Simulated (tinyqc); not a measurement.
From results back to parameters: band edges of strained Si(1-x)Ge(x) on relaxed Si(1-y)Ge(y). Five cases, with inputs chosen for the exercise.

Problem. A layer on a (001) buffer has its Delta valleys split into the four in the plane and the two along z: E(Delta4) - E(Delta2) = XuD (e_par - e_perp), e_perp = -2 (C12/C11) e_par, e_par = (a(y) - a(x))/a(x). The splitting is given; find the strain and the Ge fraction y of the buffer.

Values are linear in the Ge fraction but for ED(x) = linear - CD x (1 - x) and a(x) = linear - Ca x (1 - x). Energies are on the common scale of Ev.

Case 1.

Values chosen (end members near Si and Ge, in this order; not measured data): a = (5.428, 5.654) angstrom (lattice constant); Ca = 0 angstrom (bowing of the lattice constant); XuD = (9.32, 9.11) eV (uniaxial potential, Delta); C11 = (167.8, 129.2) GPa; C12 = (64.8, 47.8) GPa; x = 0 (Ge fraction of the layer).

E(Delta4) - E(Delta2) = 0.185694 eV

Case 2.

Values chosen (end members near Si and Ge, in this order; not measured data): a = (5.432, 5.664) angstrom (lattice constant); Ca = 0 angstrom (bowing of the lattice constant); XuD = (9.18, 9.08) eV (uniaxial potential, Delta); C11 = (164, 126.7) GPa; C12 = (63.2, 48) GPa; x = 0.42 (Ge fraction of the layer).

E(Delta4) - E(Delta2) = -0.284388 eV

Case 3.

Values chosen (end members near Si and Ge, in this order; not measured data): a = (5.432, 5.656) angstrom (lattice constant); Ca = 0.024 angstrom (bowing of the lattice constant); XuD = (9.3, 9.11) eV (uniaxial potential, Delta); C11 = (167.4, 127.9) GPa; C12 = (63.4, 47.6) GPa; x = 0.34 (Ge fraction of the layer).

E(Delta4) - E(Delta2) = -0.208315 eV

Case 4.

Values chosen (end members near Si and Ge, in this order; not measured data): a = (5.43, 5.663) angstrom (lattice constant); Ca = 0 angstrom (bowing of the lattice constant); XuD = (9.33, 9.53) eV (uniaxial potential, Delta); C11 = (168.1, 128.2) GPa; C12 = (64.2, 48.3) GPa; x = 0.53 (Ge fraction of the layer).

E(Delta4) - E(Delta2) = -0.181064 eV

Case 5.

Values chosen (end members near Si and Ge, in this order; not measured data): a = (5.428, 5.657) angstrom (lattice constant); Ca = 0 angstrom (bowing of the lattice constant); XuD = (9.31, 9.23) eV (uniaxial potential, Delta); C11 = (164.8, 129) GPa; C12 = (63.9, 48.6) GPa; x = 1 (Ge fraction of the layer).

E(Delta4) - E(Delta2) = -0.216206 eV

Find: e_par; a(y); y.

Solution. e_par = splitting/(XuD (1 + 2 C12/C11)) with the values at x; a(y) = a(x)(1 + e_par); a(y) rises steadily with y, so one root lies in the range.

Case 1.

e_par = 0.01124
a(y) = 5.4890 angstrom
y = 0.270

Case 2.

e_par = -0.01762
a(y) = 5.4320 angstrom
y = 0

Case 3.

e_par = -0.01286
a(y) = 5.4320 angstrom
y = 0

Case 4.

e_par = -0.01091
a(y) = 5.4929 angstrom
y = 0.270

Case 5.

e_par = -0.01336
a(y) = 5.5814 angstrom
y = 0.670

Computed by tinyqc, one run a case: `OMP_NUM_THREADS=1 python tinyqc.py N N+1 out.jsonl` with N = 1050003, 1050027, 1050107, 1050138, 1050154; one thread of a shared Intel(R) Xeon(R) Processor @ 2.30GHz, about 0.01 s a run at most.
